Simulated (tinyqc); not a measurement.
Ellipsometry and reflectance of a transparent film on an absorbing substrate: one step of the calculation.

Air (index 1), film, substrate with N2 = n2 - i k2; time factor exp(+i w t). q_j = sqrt(N_j^2 - sin^2 th), root with positive real part. Fresnel coefficients r_s = (q_a - q_b)/(q_a + q_b), r_p = (N_b^2 q_a - N_a^2 q_b)/(N_b^2 q_a + N_a^2 q_b). tan(Psi) exp(i Delta) = R_p/R_s, Delta taken from 0 to 360 degrees.

Problem. Interface coefficients and thickness period. q0, q1, q2 and the coefficients r01 and r12 for p and s; the results repeat in d with the period lam/(2 q1).

Values chosen for this exercise; indices close to those of silicon dioxide on silicon:
- lam = 546.1 nm (wavelength)
- th = 70 degrees (angle of incidence)
- n1 = 1.47 (index of the transparent film)
- n2 = 4.086 (index of the substrate)
- k2 = 0.031 (extinction coefficient of the substrate)

Find: q0; q1; q2; r01,p; r01,s; r12,p; r12,s; period.

Solution.

q0 = 0.3420
q1 = 1.130
q2 = 3.976-0.032i
r01,p = -0.2093
r01,s = -0.5354
r12,p = 0.3743-0.0031i
r12,s = -0.5573+0.0028i
period = 241.5 nm

Numbers from tinyqc (`OMP_NUM_THREADS=1 python tinyqc.py 2870145 2870146 out.jsonl`; about 0.01 s on one thread of a shared Intel Xeon 2.30GHz).
